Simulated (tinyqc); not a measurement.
Pariser-Parr-Pople SCF with singles CI, for the molecule Fc1ccc2ccoc2c1 (SMILES; centres numbered as the heavy atoms are written), step by step. One step of it, computed by the program tinyqc.

Task: PPP integrals. Ohno: gamma = 14.399645/sqrt(R^2 + a^2), a = 2 x 14.399645/(gamma_rr + gamma_ss); H_rr = -W_r - sum_(s != r) z_s gamma_rs; H_rs = beta for bonds.

Centres (angstrom, eV; a flat drawing with bonds scaled to 1.40 angstrom):
```
centre          x          y  core charge z          W   gamma_rr
1F      -3.206000   0.690000              2  39.000000  21.400000
2C      -1.887000   0.221000              1  11.160000  11.130000
3C      -1.633000  -1.155000              1  11.160000  11.130000
4C      -0.314000  -1.624000              1  11.160000  11.130000
5C       0.752000  -0.715000              1  11.160000  11.130000
6C       2.140000  -0.899000              1  11.160000  11.130000
7C       2.743000   0.364000              1  11.160000  11.130000
8O       1.729000   1.328000              2  33.000000  21.500000
9C       0.498000   0.661000              1  11.160000  11.130000
10C     -0.822000   1.130000              1  11.160000  11.130000
```

Resonance integrals (eV):
```
i    j       beta
1    2  -2.100000
2    3  -2.390000
3    4  -2.390000
4    5  -2.390000
5    6  -2.390000
6    7  -2.390000
7    8  -2.240000
8    9  -2.240000
9   10  -2.390000
10   2  -2.390000
9    5  -2.390000
```

Give: repulsion gamma_rs; core matrix H.

Result:

repulsion gamma_rs (eV):
```
         1F      2C      3C      4C      5C      6C      7C      8O
1F   21.400   8.694   5.579   3.781   3.355   2.550   2.391   2.868
2C    8.694  11.130   7.556   5.240   4.668   3.291   2.994   3.708
3C    5.579   7.556  11.130   7.554   5.239   3.603   2.994   3.371
4C    3.781   5.240   7.554  11.130   7.551   5.022   3.722   3.895
5C    3.355   4.668   5.239   7.551  11.130   7.553   5.521   5.925
6C    2.550   3.291   3.603   5.022   7.553  11.130   7.555   5.925
7C    2.391   2.994   2.994   3.722   5.521   7.555  11.130   8.705
8O    2.868   3.708   3.371   3.895   5.925   5.925   8.705  21.500
9C    3.781   5.239   4.669   5.239   7.556   5.521   5.521   8.700
10C   5.579   7.553   5.240   4.668   5.239   3.773   3.722   5.320

         9C     10C
1F    3.781   5.579
2C    5.239   7.553
3C    4.669   5.240
4C    5.239   4.668
5C    7.556   5.239
6C    5.521   3.773
7C    5.521   3.722
8O    8.700   5.320
9C   11.130   7.551
10C   7.551  11.130
```

core matrix H (eV):
```
          1F       2C       3C       4C       5C       6C       7C       8O
1F   -80.445   -2.100    0.000    0.000    0.000    0.000    0.000    0.000
2C    -2.100  -72.505   -2.390    0.000    0.000    0.000    0.000    0.000
3C     0.000   -2.390  -65.914   -2.390    0.000    0.000    0.000    0.000
4C     0.000    0.000   -2.390  -65.508   -2.390    0.000    0.000    0.000
5C     0.000    0.000    0.000   -2.390  -73.046   -2.390    0.000    0.000
6C     0.000    0.000    0.000    0.000   -2.390  -64.427   -2.390    0.000
7C     0.000    0.000    0.000    0.000    0.000   -2.390  -65.380   -2.240
8O     0.000    0.000    0.000    0.000    0.000    0.000   -2.240  -84.284
9C     0.000    0.000    0.000    0.000   -2.390    0.000    0.000   -2.240
10C    0.000   -2.390    0.000    0.000    0.000    0.000    0.000    0.000

          9C      10C
1F     0.000    0.000
2C     0.000   -2.390
3C     0.000    0.000
4C     0.000    0.000
5C    -2.390    0.000
6C     0.000    0.000
7C     0.000    0.000
8O    -2.240    0.000
9C   -77.418   -2.390
10C   -2.390  -70.705
```
